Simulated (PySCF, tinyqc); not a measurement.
Inside a calculation. Method: MP2 on RHF in the sto-3g basis, frozen core, for Li-, spin multiplicity 1. The basis has no diffuse functions, so it cannot describe the extra electron: this is an exercise in the method, not the real anion. The lowest restricted solution is unstable here: a spin-polarised one lies 0.0041 hartree lower (PySCF). Computed by tinyqc, a small Python program that keeps every step (integrals from PySCF). Settings: charge = -1, multiplicity = 1, basis = sto-3g, method = RHF, frozen orbitals = 1, energy threshold = 1e-10, iteration cap = 82, orthogonalisation = canonical, start = atomic densities, DIIS depth = 6. Command: `OMP_NUM_THREADS=1 python tinyqc.py 28973 28974 out.jsonl` (the two numbers bound the seeds that draw the settings). One thread of a shared host (Intel(R) Xeon(R) Processor @ 2.60GHz), about 0.06 s of CPU time with the checks. The early iterations of the SCF are left out here.

## One-electron integrals

Geometry (angstrom):
```
atom         x         y         z
Li    0.000000  0.000000  0.000000
```

Basis sto-3g: exponents (1/bohr^2) and contraction coefficients of normalised primitives:
```
element  l (shell)   exponent  coefficient
Li           s (1)  16.119575     0.154329
Li           s (1)   2.936201     0.535328
Li           s (1)   0.794651     0.444635
Li           s (2)   0.636290    -0.099967
Li           s (2)   0.147860     0.399513
Li           s (2)   0.048089     0.700115
Li           p (3)   0.636290     0.155916
Li           p (3)   0.147860     0.607684
Li           p (3)   0.048089     0.391957
```

Overlap, kinetic and nuclear-attraction integrals over the contracted functions; the nuclear repulsion is the sum of Za Zb / Rab.

nuclear repulsion = 0 hartree

overlap S, lower triangle:
```
           1Li 1s    1Li 2s   1Li 2px   1Li 2py   1Li 2pz
1Li 1s   1.000000
1Li 2s   0.241137  1.000000
1Li 2px  0.000000  0.000000  1.000000
1Li 2py  0.000000  0.000000  0.000000  1.000000
1Li 2pz  0.000000  0.000000  0.000000  0.000000  1.000000
```

kinetic energy T (hartree), lower triangle:
```
            1Li 1s    1Li 2s   1Li 2px   1Li 2py   1Li 2pz
1Li 1s    3.576786
1Li 2s   -0.020237  0.102163
1Li 2px   0.000000  0.000000  0.319682
1Li 2py   0.000000  0.000000  0.000000  0.319682
1Li 2pz   0.000000  0.000000  0.000000  0.000000  0.319682
```

nuclear attraction V (hartree), lower triangle:
```
            1Li 1s     1Li 2s    1Li 2px    1Li 2py    1Li 2pz
1Li 1s   -7.982881
1Li 2s   -0.964343  -1.206923
1Li 2px   0.000000   0.000000  -1.197261
1Li 2py   0.000000   0.000000   0.000000  -1.197261
1Li 2pz   0.000000   0.000000   0.000000   0.000000  -1.197261
```

core Hamiltonian H = T + V (hartree), lower triangle:
```
            1Li 1s     1Li 2s    1Li 2px    1Li 2py    1Li 2pz
1Li 1s   -4.406095
1Li 2s   -0.984581  -1.104759
1Li 2px   0.000000   0.000000  -0.877579
1Li 2py   0.000000   0.000000   0.000000  -0.877579
1Li 2pz   0.000000   0.000000   0.000000   0.000000  -0.877579
```

## Two-electron integrals

Functions are numbered as in S; the eight-fold symmetry (ij|kl) = (ji|kl) = (kl|ij) leaves the list below.

Two-electron integrals (ij|kl) in chemists' order, unique and non-zero (hartree):
```
(11|11) 1.680395   (21|11) 0.265420   (21|21) 0.049941   (22|11) 0.397727
(22|21) 0.092860   (22|22) 0.290562   (31|31) 0.008981   (32|31) 0.013788
(32|32) 0.064184   (33|11) 0.396640   (33|21) 0.092880   (33|22) 0.290497
(33|33) 0.312946   (41|41) 0.008981   (42|41) 0.013788   (42|42) 0.064184
(43|43) 0.016869   (44|11) 0.396640   (44|21) 0.092880   (44|22) 0.290497
(44|33) 0.279207   (44|44) 0.312946   (51|51) 0.008981   (52|51) 0.013788
(52|52) 0.064184   (53|53) 0.016869   (54|54) 0.016869   (55|11) 0.396640
(55|21) 0.092880   (55|22) 0.290497   (55|33) 0.279207   (55|44) 0.279207
(55|55) 0.312946
```

## Orthogonalisation

S = U s U^T; canonical form X = U s^(-1/2), so that X^T S X = 1. Each column of U has its largest component positive (the first on a tie).

eigenvalues of S: 0.758863  1.000000  1.000000  1.000000  1.241137

X:
```
                 1         2         3         4         5
1Li 1s    0.811714  0.000000  0.000000  0.000000  0.634710
1Li 2s   -0.811714  0.000000  0.000000  0.000000  0.634710
1Li 2px   0.000000  1.000000  0.000000  0.000000  0.000000
1Li 2py   0.000000  0.000000  1.000000  0.000000  0.000000
1Li 2pz   0.000000  0.000000  0.000000  1.000000  0.000000
```

Within a degenerate level the vectors are fixed only up to a rotation; this is one choice.

## Iteration 3 (converged): orbitals

converged F (hartree), lower triangle:
```
            1Li 1s     1Li 2s   1Li 2px   1Li 2py   1Li 2pz
1Li 1s   -1.966328
1Li 2s   -0.540712  -0.052270
1Li 2px   0.000000   0.000000  0.415796
1Li 2py   0.000000   0.000000  0.000000  0.415796
1Li 2pz   0.000000   0.000000  0.000000  0.000000  0.415796
```

Diagonalise F' = X^T F X, C = X C', fill 2 alpha and 2 beta electrons from the bottom; D = 2 C_occ C_occ^T. Each column has its largest component positive (the first on a tie).

F' = X^T F X (hartree), lower triangle:
```
           1         2         3         4          5
1  -0.617485
2   0.000000  0.415796
3   0.000000  0.000000  0.415796
4   0.000000  0.000000  0.000000  0.415796
5  -0.986129  0.000000  0.000000  0.000000  -1.248864
```

orbital energies (hartree): MO1 -1.968602, MO2 0.102253, MO3 0.415796, MO4 0.415796, MO5 0.415796

coefficients C:
```
              MO1        MO2       MO3       MO4       MO5
1Li 1s   0.991218  -0.281468  0.000000  0.000000  0.000000
1Li 2s   0.034144   1.029840  0.000000  0.000000  0.000000
1Li 2px  0.000000   0.000000  1.000000  0.000000  0.000000
1Li 2py  0.000000   0.000000  0.000000  0.000000  1.000000
1Li 2pz  0.000000   0.000000  0.000000  1.000000  0.000000
```

D after iteration 3, lower triangle:
```
            1Li 1s    1Li 2s   1Li 2px   1Li 2py   1Li 2pz
1Li 1s    2.123473
1Li 2s   -0.512047  2.123473
1Li 2px   0.000000  0.000000  0.000000
1Li 2py   0.000000  0.000000  0.000000  0.000000
1Li 2pz   0.000000  0.000000  0.000000  0.000000  0.000000
```

Within a degenerate level the vectors are fixed only up to a rotation; this is one choice.

## Convergence

Stop when the energy changes by less than 1e-10 hartree and every element of the error matrix X^T (F D S - S D F) X is below 3e-06.

Course of the cycle:
```
iteration  E (hartree)    change  largest element of the error matrix
1          -8.62636297         -                             1.25e-01
2          -7.21327332  1.41e+00                             6.01e-16
3          -7.21327332  8.88e-16                             4.93e-16
```

PySCF RHF in the same basis = -7.21327332 hartree

Converged in 3 iterations.

## Integrals over molecular orbitals

(pq|rs) = sum C_ip C_jq C_kr C_ls (ij|kl), one index at a time.

one-electron integrals over orbitals h = C^T H C (hartree), lower triangle:
```
           1          2          3          4          5
1  -4.396974
2   0.194845  -0.949950
3   0.000000   0.000000  -0.877579
4   0.000000   0.000000   0.000000  -0.877579
5   0.000000   0.000000   0.000000   0.000000  -0.877579
```

Two-electron integrals over orbitals (pq|rs), unique and non-zero (hartree); the lowest 1 orbital is frozen and left out:
```
(22|22) 0.282425   (32|32) 0.060790   (33|22) 0.285670   (33|33) 0.312946
(42|42) 0.060790   (43|43) 0.016869   (44|22) 0.285670   (44|33) 0.279207
(44|44) 0.312946   (52|52) 0.060790   (53|53) 0.016869   (54|54) 0.016869
(55|22) 0.285670   (55|33) 0.279207   (55|44) 0.279207   (55|55) 0.312946
```

## Second-order Moller-Plesset energy

Hartree-Fock energy = -7.21327332 hartree

E2 = sum_ijab (ia|jb) [2 (ia|jb) - (ib|ja)] / (e_i + e_j - e_a - e_b) over occupied i, j and virtual a, b; the opposite-spin part is (ia|jb)^2 / denominator, the rest is same-spin, and SCS-MP2 scales them by 6/5 and 1/3.

Terms:
```
i  j  a  b   (ia|jb)   (ib|ja)  denominator       term
2  2  4  4  0.060790  0.060790    -0.627088  -0.005893
2  2  5  5  0.060790  0.060790    -0.627088  -0.005893
2  2  3  3  0.060790  0.060790    -0.627088  -0.005893
```

Pair energies (hartree; pair i-j sums ij and ji):
```
pair  opposite spin  same spin
2-2       -0.017679   0.000000
```

MP2 correlation energy = -0.01767901 hartree

SCS-MP2 correlation energy = -0.02121481 hartree

MP2 total energy = -7.23095232 hartree
